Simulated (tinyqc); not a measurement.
# Schottky barrier on an n-type semiconductor, non-linear Poisson equation by Newton steps: what changes with what

One dimension, metal at x = 0, donor density C(x) = Nd, uniform. Energies are counted from the electron Fermi level of the semiconductor and the conduction-band edge is Ec = -psi, so n = Nc exp(psi/Vt); holes follow the Fermi level of the metal, at -V, so p = Nv exp((V - psi - Eg)/Vt). Ends: psi(0) = V - phiB and psi = Vt ln(Nd/Nc) deep inside. Boltzmann statistics, full ionisation, no current, no image force in the Poisson equation.

Values chosen for this exercise; band and dielectric values close to those of 4H silicon carbide:
```
symbol    value   unit                                      meaning
T           273      K                                  temperature
Eg         3.29     eV                                     band gap
eps_r      9.76                               relative permittivity
Nc       1.5e19  cm^-3       conduction-band density of states at T
Nv      2.17e19  cm^-3          valence-band density of states at T
Nd       1.1e17  cm^-3      donor density deep in the semiconductor
phiB        1.2     eV                               barrier height
V             0      V  bias of the metal against the semiconductor
```

Constants: q = 1.602176634e-19 C, kB = 1.380649e-23 J/K, Vt = kB T/q, eps0 = 8.8541878128e-14 F/cm where lengths are in cm. Results are converted to the units shown.

Each table varies one quantity; the others keep the values above.

## Capacitance-voltage profiling

The Poisson equation d/dx(eps0 eps_r dpsi/dx) = -q (p - n + C) is solved on a mesh of about 1000 nodes or more that ends in neutral material. C_s = q d/dV of the integral of n over x, from the linearised equation. Probed depth w = eps0 eps_r/C_s; apparent doping N_app = C_s^3/(q eps0 eps_r dC_s/dV), the derivative by central differences over +/- 0.02 V.

The same in every row: true C(w) (cm^-3) = 1.100e17.

Capacitance-voltage profiling:

| V (V) | C_s (nF/cm^2) | w (nm) | N_app (cm^-3) | \|E_0\| (kV/cm) |
|---|---|---|---|---|
| 0 | 84.72 | 102.0 | 1.100e17 | 208.0 |
| -0.62 | 67.31 | 128.4 | 1.100e17 | 261.8 |
| -1.25 | 57.41 | 150.5 | 1.100e17 | 307.0 |
| -1.88 | 50.89 | 169.8 | 1.100e17 | 346.3 |
| -2.5 | 46.24 | 186.9 | 1.100e17 | 381.1 |
| -3.12 | 42.68 | 202.5 | 1.100e17 | 413.0 |
| -3.75 | 39.79 | 217.2 | 1.100e17 | 443.0 |
| -4.38 | 37.41 | 231.0 | 1.100e17 | 471.1 |
| -5 | 35.45 | 243.8 | 1.100e17 | 497.2 |

Read the table: what changes, and by how much?

C_s falls from 84.7 to 35.4 nF/cm^2 while the probed depth goes from 102 to 244 nm. The apparent doping stays near 1.10e17 cm^-3. It departs most from the true doping at that depth for V = 0 V, where it is 0.022 % below it; so the doping is read well over the depths probed, the small gap being the error of the finite difference in V.

## Effect of the donor density deep in the semiconductor

First integral for uniform doping: E_0^2 = (2 q/(eps0 eps_r)) [Nd (U - Vt + Vt exp(-U/Vt)) + Vt p_0], U = Vbi - V, Vbi = phiB - Vt ln(Nc/Nd), p_0 = Nv exp((phiB - Eg)/Vt) (deep holes neglected). Image-force lowering dphi = sqrt(q E_0/(4 pi eps0 eps_r)), at x_m = sqrt(q/(16 pi eps0 eps_r E_0)). W = sqrt(2 eps0 eps_r U/(q Nd)).

Result of one run:

| Nd (cm^-3) | Vbi (V) | W (nm) | E_0 (kV/cm) | dphi (mV) | exp(dphi/Vt) | p_0/Nd |
|---|---|---|---|---|---|---|
| 3.1e16 | 1.0546 | 191.56 | 108.87 | 40.077 | 5.4935 | 1.8289e-36 |

What becomes of these results when the donor density deep in the semiconductor Nd is changed from 3.1e16 to 9.7e16 cm^-3, all else the same?

Result of the changed run:

| Nd (cm^-3) | Vbi (V) | W (nm) | E_0 (kV/cm) | dphi (mV) | exp(dphi/Vt) | p_0/Nd |
|---|---|---|---|---|---|---|
| 9.7e16 | 1.0814 | 109.66 | 195.06 | 53.646 | 9.7802 | 5.8448e-37 |

The whole series:

| Nd (cm^-3) | Vbi (V) | W (nm) | E_0 (kV/cm) | dphi (mV) | exp(dphi/Vt) | p_0/Nd |
|---|---|---|---|---|---|---|
| 1e15 | 0.97379 | 1024.9 | 18.771 | 16.642 | 2.0287 | 5.6695e-35 |
| 3.1e15 | 1.0004 | 590.02 | 33.510 | 22.235 | 2.5732 | 1.8289e-35 |
| 9.9e15 | 1.0277 | 334.64 | 60.715 | 29.930 | 3.5688 | 5.7267e-36 |
| 3.1e16 | 1.0546 | 191.56 | 108.87 | 40.077 | 5.4935 | 1.8289e-36 |
| 9.7e16 | 1.0814 | 109.66 | 195.06 | 53.646 | 9.7802 | 5.8448e-37 |
| 3e17 | 1.1080 | 63.119 | 347.32 | 71.584 | 20.965 | 1.8898e-37 |
| 9.6e17 | 1.1353 | 35.718 | 629.10 | 96.341 | 60.052 | 5.9057e-38 |
| 3e18 | 1.1621 | 20.442 | 1125.4 | 128.86 | 239.23 | 1.8898e-38 |

As Nd goes from 1e15 to 3e18, the surface field rises from 18.8 to 1130 kV/cm, the lowering rises from 16.6 to 129 mV and W falls from 1020 to 20.4 nm. Over the table the lowering goes as Nd^(0.26); the depletion formulas give 1/4 at fixed Vbi. For Nd = 9.6e17, 3e18 the field exceeds 600 kV/cm, where tunnelling through the top of the barrier adds to any current.

Numbers from tinyqc (`OMP_NUM_THREADS=1 python tinyqc.py 2020136 2020137 out.jsonl`; about 0.05 s on one thread of a shared Intel Xeon 2.30GHz).
